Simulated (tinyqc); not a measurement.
# Quantum-well laser, gain and threshold: effects of single changes

One electron and one heavy-hole subband per well, parabolic, with equal sheet densities n of electrons and holes; k-conserving transitions, TE polarisation, no line broadening, so the gain starts as a step at E0 and peaks there. All wells are pumped alike.

Parameters, values chosen for the exercise; well values close to those of gallium arsenide:
```
symbol,value,unit,meaning
T,273,K,temperature
E0,1.41,eV,lowest transition energy
me,0.0644,m0,in-plane electron mass
mh,0.364,m0,in-plane hole mass
Ep,28.3,eV,Kane energy
nr,3.8,,refractive index
Lw,4,nm,well width
Nw,4,,number of wells
Gw,0.025,,optical confinement per well
ai,15,1/cm,internal loss
Lc,1000,um,cavity length
R1,0.32,,front reflectance
R2,0.32,,back reflectance
A,2.9e7,1/s,defect recombination coefficient
B,0.00015,cm^2/s,radiative coefficient per well
C,1.3e-18,cm^4/s,Auger coefficient per well
eta,0.76,,injection efficiency
Wd,5,um,stripe width
```

Constants: q = 1.602176634e-19 C, kB = 1.380649e-23 J/K, eps0 = 8.8541878128e-12 F/m, hbar = 1.054571817e-34 J s, m0 = 9.1093837015e-31 kg, c = 299792458 m/s. Results are converted to the units shown.

Each table varies one quantity; the others keep the values above.

## Effect of the cavity length

Nc = me kB T/(pi hbar^2), Nv = mh kB T/(pi hbar^2), mr = me mh/(me + mh) in m0, g0(E) = q^2 Ep mr/(4 nr eps0 c hbar E Lw) (squared momentum element m0 Ep/4, joint density of states mr/(pi hbar^2 Lw) for both spins). Peak gain g(n) = g0(E0)[1 - exp(-n/Nc) - exp(-n/Nv)]. Mirror loss am = ln(1/(R1 R2))/(2 Lc); threshold gain gth = (ai + am)/(Nw Gw). nth solves g(n) = gth and ntr solves g(n) = 0. Jth = q Nw (A n + B n^2 + C n^3)/eta at n = nth, Ith = Jth Wd Lc; differential efficiency of both facets eta am/(ai + am).

The same in every row: ntr (cm^-2) = 9.319e11.

Effect of the cavity length:
```
Lc (um)  gth (1/cm)  nth (cm^-2)  Jth (A/cm^2)  Ith (mA)  differential efficiency
100            1289     1.077e12         174.6    0.8728                   0.6716
160           862.1     1.027e12         159.6     1.277                   0.6278
250           605.8     9.975e11         151.3     1.892                   0.5718
400           434.9     9.785e11         146.1     2.921                   0.4978
630           330.9     9.672e11         143.0     4.503                   0.4154
1000          263.9     9.599e11         141.0     7.050                   0.3281
1600          221.2     9.553e11         139.8     11.18                   0.2447
2500          195.6     9.526e11         139.0     17.38                   0.1771
4000          178.5     9.508e11         138.5     27.71                   0.1213
```

As Lc goes from 100 to 4000 um, gth falls from 1290 to 178 1/cm, Jth falls from 175 to 139 A/cm^2 and Ith rises from 0.873 to 27.7 mA.

## Effect of the internal loss

Same model as above.

The same in every row: ntr (cm^-2) = 9.319e11.

Effect of the internal loss:
```
ai (1/cm)  gth (1/cm)  nth (cm^-2)  Jth (A/cm^2)  Ith (mA)  differential efficiency
1               123.9     9.450e11         137.0     6.849                   0.6987
2               133.9     9.460e11         137.3     6.863                   0.6465
4               153.9     9.481e11         137.8     6.891                   0.5625
8               193.9     9.524e11         139.0     6.949                   0.4465
12              233.9     9.567e11         140.1     7.006                   0.3702
20              313.9     9.653e11         142.5     7.123                   0.2758
30              413.9     9.762e11         145.4     7.272                   0.2092
40              513.9     9.872e11         148.5     7.424                   0.1685
```

What does the comparison show?

As ai goes from 1 to 40 1/cm, gth rises from 124 to 514 1/cm, Jth rises from 137 to 148 A/cm^2 and Ith rises from 6.85 to 7.42 mA.

tinyqc, about 0.02 s, one thread, Intel Xeon 2.30GHz (shared host): `OMP_NUM_THREADS=1 python tinyqc.py 2840123 2840124 out.jsonl`
